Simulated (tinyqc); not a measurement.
Arrhenius plot: admittance spectroscopy and thermally stimulated current of one trap level in a depletion layer. Computed by tinyqc, a small Python program. Command: `OMP_NUM_THREADS=1 python tinyqc.py 3110833 3110834 out.jsonl admit walk`. One thread of a shared host (Intel(R) Xeon(R) Processor @ 2.30GHz), about 0.01 s of CPU time with the checks.

A Schottky junction on n-type material holds one donor-like electron trap; shallow donors are fully ionised and abrupt depletion edges are assumed.

Inputs (values chosen for the exercise, modelled on n-type germanium): density-of-states mass m = 0.562 m_0; shallow doping N = 6e+16 1/cm^3; trap depth E_t below the band = 0.261 eV; capture cross section sigma = 7.6e-17 cm^2; test frequency f = 4000 Hz.

Constants: k_B = 1.380649e-23 J/K; m_0 = 9.1093837015e-31 kg; h = 6.62607015e-34 J s; k_B = 8.617333262e-05 eV/K.

Method:
- N_c = 2 (2 pi m k_B T/h^2)^(3/2), v_th = sqrt(3 k_B T/m), emission rate e_n = sigma v_th N_c exp(-E_t/(k_B T)).
- Where the level crosses the Fermi level capture equals emission, so the trap follows the signal with the rate 2 e_n; G/omega peaks at omega = 2 e_n (the correction for large N_t/N is left out).
- Solve 2 e_n(T_p) = 2 pi f.
- T_p for 0.1, 0.3, 1, 3 and 10 f; least-squares lines of ln(e_n/T^2) and of ln(e_n) against 1/(k_B T), e_n = pi f; sigma = exp(intercept)/(v_th N_c/T^2).

peak temperature T_p = 228.319 K

Peaks:
```
f (Hz)  T_p (K)  1/(k_B T) (1/eV)  ln(e_n/T^2)  ln(e_n)
400      198.16            58.562      -3.4419    7.136
1200     211.55            54.854      -2.4741    8.235
4000     228.32            50.826      -1.4227    9.439
12000    245.93            47.186      -0.4727   10.537
40000    268.36            43.242       0.5567   11.741
```

depth from e_n/T^2 = 0.261 eV

cross section from the intercept = 7.60e-17 cm^2

depth without the T^2 = 0.30053 eV

What follows from these numbers?

Leaving out T^2 adds 40 meV, near 2 k_B T_p = 39 meV.

Extremes, crossings and ranges named in words are read from the listed rows.
